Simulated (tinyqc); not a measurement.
# Electron mobility in a silicon inversion layer, empirical terms and Matthiessen rule: effect of the reverse body bias

Inversion layer of sheet density Ns on a uniformly doped body. The mobility terms are empirical power laws with prefactors chosen for the exercise; adding their inverses (Matthiessen) is itself an approximation.

ni = sqrt(Nc Nv) exp(-Eg/(2 Vt)), Eg in volts; Ndep = sqrt(2 eps0 eps_r Nb (2 Vt ln(Nb/ni) + Vsb)/q); E = q (Ndep + eta Ns)/(eps0 eps_r), in MV/cm. With t = T/(300 K): muC = Ac (Ns/1e12 cm^-2) t/(Nb/1e17 cm^-3 + Nit/1e11 cm^-2), muP = Ap E^(-1/3) t^(-1.75), muS = As E^(-gs); 1/mu is the sum of the inverses.

Parameters, values chosen for the exercise; material values close to those of silicon: temperature T = 300 K; band gap Eg = 1.12 eV; relative permittivity of the semiconductor eps_r = 11.8; conduction-band density of states at T Nc = 2.84e19 cm^-3; valence-band density of states at T Nv = 2.61e19 cm^-3; body doping Nb = 8.7e17 cm^-3; weight of the inversion charge in the effective field eta = 0.5; phonon-limited mobility at 1 MV/cm and 300 K Ap = 449 cm^2/(V s); roughness-limited mobility at 1 MV/cm As = 1160 cm^2/(V s); exponent of the roughness term gs = 2; Coulomb prefactor Ac = 2000 cm^2/(V s); charge at the interface Nit = 1.2e12 cm^-2; inversion density Ns = 1.1e12 cm^-2.

Constants: q = 1.602176634e-19 C, kB = 1.380649e-23 J/K, Vt = kB T/q, eps0 = 8.8541878128e-14 F/cm where lengths are in cm. Results are converted to the units shown.

The same in every row: muC (cm^2/(V s)) = 106.3.

Effect of the reverse body bias:

| Vsb (V) | E (MV/cm) | muP (cm^2/(V s)) | muS (cm^2/(V s)) | mu (cm^2/(V s)) |
|---|---|---|---|---|
| 0 | 0.5857 | 536.7 | 3382 | 86.44 |
| 0.4 | 0.6827 | 509.9 | 2489 | 84.95 |
| 0.8 | 0.7661 | 490.7 | 1976 | 83.66 |
| 1.2 | 0.8403 | 475.8 | 1643 | 82.51 |
| 1.6 | 0.9079 | 463.7 | 1407 | 81.46 |
| 2 | 0.9703 | 453.5 | 1232 | 80.48 |
| 2.4 | 1.029 | 444.8 | 1096 | 79.56 |

As Vsb goes from 0 to 2.4 V, E rises from 0.586 to 1.03 MV/cm and mu falls from 86.4 to 79.6 cm^2/(V s). The Coulomb term is the smallest in the first and the last row.

Program tinyqc, `OMP_NUM_THREADS=1 python tinyqc.py 2510152 2510153 out.jsonl`; Intel Xeon 2.30GHz, shared host, one thread, about 0.01 s.
